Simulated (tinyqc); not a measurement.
Donor level screened by free carriers (Yukawa potential), step by step. Values are carried at full precision from step to step, so a last printed digit may differ when a step is redone from the rounded ones.

Screening wave number: Debye ks^2 = 4 pi q n/(eps kB T); Thomas-Fermi ks^2 = 6 pi q n/(eps EF) with EF = c (3 pi^2 n/gv)^(2/3)/m, c = hbar^2/2m0; the two are joined by 1/ks^2 = sqrt(1/ks_D^4 + 1/ks_TF^4). 1e18/cm^3 = 1e-6/angstrom^3, q = e^2/(4 pi eps0).

Constants: e^2/(4 pi eps0) = 14.39964547 eV angstrom; kB = 8.617333262e-05 eV/K; hbar^2/2m0 = 3.80998211 eV angstrom^2; Ry = 13.60569312 eV; a0 (Bohr radius) = 0.5291772105 angstrom.

Inputs chosen for the exercise (near those of a donor in InP, with one mean mass; not measured data):
```
symbol  value  unit         meaning
m       0.077  m0           mass
eps     12.8                dielectric constant
gv      1                   valleys
T       200    K            temperature
n       0.064  x 1e18/cm^3  free-carrier density
```

## Units and screening length

Give Ry* = Ry m/eps^2, a* = a0 eps/m, EF, the three values of ks, and x = ks a*.

Ry* = 6.394 meV
a* = 87.97 angstrom
EF = 7.58 meV

ks: Debye, Thomas-Fermi, joined (1/angstrom): [0.00725, 0.01338, 0.00710]

x = 0.6244

EF/kB T = 0.44, so the Debye value, the smaller one, controls the screening.

## One-parameter trial function

Potential -(q/(eps r)) exp(-ks r), q = e^2/(4 pi eps0). In units Ry* = Ry m/eps^2 and a* = a0 eps/m the problem is [-Laplacian - 2 exp(-x r)/r] psi = E psi with x = ks a*.

For exp(-z r): E(z) = z^2 - 8 z^3/(2z + x)^2 in Ry*. Scan z = 0.5, 0.6, ..., 1.1, then minimise; first order gives -1 + 2x.

Scan (Ry*):
```
z    kinetic  potential        E
0.5   0.2500    -0.3790  -0.1290
0.6   0.3600    -0.5192  -0.1592
0.7   0.4900    -0.6696  -0.1796
0.8   0.6400    -0.8278  -0.1878
0.9   0.8100    -0.9923  -0.1823
1.0   1.0000    -1.1616  -0.1616
1.1   1.2100    -1.3348  -0.1248
```

best z = 0.811
E = -0.1879 Ry*
binding = 1.20 meV

First order in x would give 0.249 Ry*, a rigid shift by q ks/eps; it overstates the loss of binding by 0.437 Ry*.

## Converged levels

Converged values use 18 functions exp(-z r), z = 1.55^i, i = -11 to 6: S = 2/A^3, H = z_i z_j S - 2/(A + x)^2, A = z_i + z_j.

The 1s and 2s levels and the mean radius.

1s = -0.1942 Ry*
binding = 1.24 meV
<r> = 177.3 angstrom
second root = 0.0000 Ry*

The trial function misses by 0.0063 Ry*. Screening leaves 19 % of the bare binding, 0.07 kB T. 2s is no longer bound (it unbinds at x = 0.310). At this density n^(1/3) a* is past the Mott value 0.26, so real donors overlap and form no separate level.

## Checks

- 1s at x = 0.5 against the known -0.29623 Ry*: both -0.29623.
- 1s at x = 0 against -1: both -1.00000.

Run: tinyqc, `OMP_NUM_THREADS=1 python tinyqc.py 1252717 1252718 out.jsonl`; Intel(R) Xeon(R) Processor @ 2.30GHz, one thread, shared host; about 0.01 s of CPU time with all checks.
